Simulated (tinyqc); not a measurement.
Inside a calculation: valley splitting of a silicon quantum well in envelope theory. Values are carried at full precision from step to step, so a last printed digit may differ when a step is redone from the rounded ones.

Constants: hbar^2/2m0 = 3.80998211 eV angstrom^2; kB = 8.617333262e-05 eV/K.

Values chosen for the exercise (near those of a strained Si well in SiGe; not measured data):
- k0 = 0.828 2 pi/a (valley position)
- a = 5.431 angstrom (lattice constant)
- ml = 0.901 m0 (mass along z)
- F = 13.4 mV/nm (field pressing towards the upper interface)
- w = 1.2 angstrom (interface width parameter)
- L = 82 angstrom (well width)
- V0 = 0.18 eV (conduction offset)
- C0 = 0.265 (Bloch overlap factor)
- Yb = 0.28 (Ge share of the barrier)
- Yw = 0.05 (Ge share of the well)
- ad = 130 angstrom (dot radius)

## Wave number and lengths

q = 2 k0 (2 pi/a), its wavelength, the field length (c/(ml e F))^(1/3) with c = hbar^2/2m0 and 1 mV/nm = 1e-4 eV/angstrom, and the damping factor y/sinh(y), y = pi q w, of a step smoothed as 1/(1 + exp(z/w)).

q = 1.9158 1/angstrom
wavelength = 3.280 angstrom
field length = 14.7 angstrom
damping factor = 0.0105

## The envelope

The well lies at 0 < z < L; U(z) = V0 [1/(1 + exp(z/w)) + 1/(1 + exp((L - z)/w))] - e F z, 1 mV/nm = 1e-4 eV/angstrom. The envelope psi solves -(c/ml) psi'' + U psi = E psi, c = hbar^2/2m0, by three-point differences on a grid of 0.1 angstrom from -40 to L + 40 angstrom. The two valleys at +/- k0 couple through D = C0 times the integral of exp(-i q z) U(z) psi^2, q = 2 k0 (2 pi/a), and split by Ev = 2|D|.

Two lowest levels, mean position, and psi^2 at both interfaces.

levels (meV): -69.80  -35.80

<z> = 63.8 angstrom
psi^2 at z = 0 and L (1/angstrom): 3.28e-07  0.00652

The field makes psi^2 at the upper interface 1.99e+04 times that at the lower one. The orbital spacing is 34.0 meV.

## Contributions to the coupling

Split D into the lower barrier, the upper barrier and the field term.

Parts of D (micro-eV):

| part | real | imaginary | size |
|---|---|---|---|
| lower barrier | 0.000 | 0.000 | 0.000 |
| upper barrier | 2.010 | -0.608 | 2.100 |
| field term | 0.033 | -0.005 | 0.033 |

## Valley splitting and phase

The inter-valley coupling D is the sum of the complex parts; Ev = 2|D|, the valley phase is arg D, and kB T equals Ev at T = Ev/kB.

Ev = 4.27 micro-eV
phase = -0.29 rad
T = 0.049 K

The upper barrier gives the largest part.

## Alloy disorder

Random alloy: with Y(z) = Yw + (Yb - Yw) B(z), B the bracket in U, and in-plane density exp(-r^2/ad^2)/(pi ad^2), D gains a random complex part of variance sigma^2 = (C0^2/pi)(a^2 V0/(8 ad (Yb - Yw)))^2 (4/a) times the integral of psi^4 Y (1 - Y). Alone it gives a mean splitting sqrt(pi) sigma; together with the smooth part the rms splitting is 2 sqrt(|D|^2 + sigma^2).

Give the integral, sigma, the mean splitting from disorder alone and the rms total.

integral = 0.00135 1/angstrom
sigma = 104.6 micro-eV
sqrt(pi) sigma = 185.4 micro-eV
rms splitting = 209.2 micro-eV

|D|/sigma = 0.02: disorder dominates, so the splitting scatters from dot to dot down to zero.

## Checks

- Lowest level for sharp walls and no field against the square well, meV: both 5.0.
- Size of one barrier part in that case against C0 V0 psi(0)^2/sqrt(q^2 + 4 kappa^2), micro-eV: both 15.

(tinyqc, `OMP_NUM_THREADS=1 python tinyqc.py 1282489 1282490 out.jsonl`, Intel(R) Xeon(R) Processor @ 2.30GHz, 1 thread, shared host, about 0.1 s.)
